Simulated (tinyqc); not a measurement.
## Landau coefficient from the swing

Inverse problem. Below threshold and near Q = 0, a ferroelectric film of thickness tf changes the swing n Vt ln 10 by the factor 1 + 2 al tf Cp, and al = -3 sqrt(3) Ec/(4 Pr) (1 nm times 1 kV/cm is 1e-4 V). Find n, al and Pr.

Values chosen for this exercise: temperature T = 400 K; coercive field Ec = 1500 kV/cm; overlap capacitance per gate area Cp = 0.8 uF/cm^2.

Constants: q = 1.602176634e-19 C, kB = 1.380649e-23 J/K, Vt = kB T/q. Results are converted to the units shown.

swing without the film and with tf = 7.9 nm (mV/decade): [97.623344, 82.595595]

Answer. The first swing gives n, the ratio of the two gives al, and Ec then gives Pr.

n = 1.230
al = -121.8 kV cm/uC
Pr = 16.00 uC/cm^2

Numbers from tinyqc (`OMP_NUM_THREADS=1 python tinyqc.py 2860115 2860116 out.jsonl`; about 0.02 s on one thread of a shared Intel Xeon 2.30GHz).
